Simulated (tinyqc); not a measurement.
Inside a calculation: smearing for a one-band metal on the bcc lattice. Values are carried at full precision from step to step, so a last printed digit may differ when a step is redone from the rounded ones.

Lattice vectors (units of a): a1 = (-1/2, 1/2, 1/2), a2 = (1/2, -1/2, 1/2), a3 = (1/2, 1/2, -1/2). E(k) = -t A_1(k) - t2 A_2(k), A_m the sum of cos(k . R) over the 8 nearest and 6 second lattice vectors. Mesh k = sum (j_i/N) b_i, j_i = 0 .. N-1.

Values chosen for the exercise: t = 1.11 eV (nearest hopping); t2 = 0.03 eV (second hopping); N = 6 (unshifted mesh); ne = 0.54 (electrons per cell); sigma = 0.555 eV (width).

## Levels on the mesh

Evaluate the band and collect equal energies with their counts.

Distinct levels:

| E_k (eV) | points |
|---|---|
| -9.0600 | 1 |
| -6.7800 | 12 |
| -4.5300 | 6 |
| -3.3600 | 24 |
| -2.2200 | 12 |
| -1.0200 | 8 |
| -0.0300 | 24 |
| 0.0600 | 54 |
| 0.1500 | 12 |
| 1.2000 | 8 |
| 2.2200 | 12 |
| 3.3000 | 24 |
| 4.3500 | 6 |
| 6.5400 | 12 |
| 8.7000 | 1 |

15 distinct levels; the mean spacing is 1.269 eV.

## Fermi level with cold (Marzari-Vanderbilt) smearing

With x = (E_k - mu)/sigma: cold (Marzari-Vanderbilt) with y = x + 1/sqrt(2), f = erfc(y)/2 + exp(-y^2)/sqrt(2 pi), s = y exp(-y^2)/sqrt(2 pi). With weights w = points/N^d (d the dimension), mu solves 2 sum w f = ne; E = 2 sum w f E_k, S = 2 sum w s, F = E - sigma S.

Weights w = points/total. Bisection from the lowest and highest level; ten steps are shown.

Bisection:

| step | low (eV) | high (eV) | mu (eV) | electrons |
|---|---|---|---|---|
| 1 | -9.0600 | 8.7000 | -0.1800 | 0.7350 |
| 2 | -9.0600 | -0.1800 | -4.6200 | 0.1369 |
| 3 | -4.6200 | -0.1800 | -2.4000 | 0.4362 |
| 4 | -2.4000 | -0.1800 | -1.2900 | 0.5277 |
| 5 | -1.2900 | -0.1800 | -0.7350 | 0.5727 |
| 6 | -1.2900 | -0.7350 | -1.0125 | 0.5432 |
| 7 | -1.2900 | -1.0125 | -1.1513 | 0.5336 |
| 8 | -1.1513 | -1.0125 | -1.0819 | 0.5379 |
| 9 | -1.0819 | -1.0125 | -1.0472 | 0.5404 |
| 10 | -1.0819 | -1.0472 | -1.0645 | 0.5391 |

## Occupations and energies

Converge mu, then list x, f and s of each level and form the sums.

mu = -1.0525 eV

x, f and s of each level:

| E_k (eV) | x | f | s |
|---|---|---|---|
| -9.0600 | -14.43 | 1.0000 | 0.0000 |
| -6.7800 | -10.32 | 1.0000 | 0.0000 |
| -4.5300 | -6.27 | 1.0000 | 0.0000 |
| -3.3600 | -4.16 | 1.0000 | 0.0000 |
| -2.2200 | -2.10 | 1.0326 | -0.0792 |
| -1.0200 | 0.06 | 0.3615 | 0.1700 |
| -0.0300 | 1.84 | 0.0008 | 0.0015 |
| 0.0600 | 2.00 | 0.0003 | 0.0007 |
| 0.1500 | 2.17 | 0.0001 | 0.0003 |
| 1.2000 | 4.06 | 0.0000 | 0.0000 |
| 2.2200 | 5.90 | 0.0000 | 0.0000 |
| 3.3000 | 7.84 | 0.0000 | 0.0000 |
| 4.3500 | 9.73 | 0.0000 | 0.0000 |
| 6.5400 | 13.68 | 0.0000 | 0.0000 |
| 8.7000 | 17.57 | 0.0000 | 0.0000 |

E = -2.1176 eV
S = 0.0045
F = -2.1201 eV
(E + F)/2 = -2.1188 eV

Levels with f between 0.001 and 0.999: 1. f leaves the range 0 to 1: it runs from 0.0000 to 1.0326. For this scheme F itself has no term in sigma^2, so F is the estimate of the energy at zero width. That argument needs a smooth density of states, and the number of distinct levels within 2 sigma of mu is only 2, so it may fail on this mesh.

## Checks

- The slope dF/d sigma by finite differences against -S: both -0.0045038.
- The slope dF/d ne by finite differences against mu (eV): both -1.0525.

Computed by tinyqc, a small Python program: `OMP_NUM_THREADS=1 python tinyqc.py 1680355 1680356 out.jsonl` (the numbers bound the seed that draws the inputs); one thread of a shared host (Intel(R) Xeon(R) Processor @ 2.30GHz), about 0.3 s for the whole set of steps.
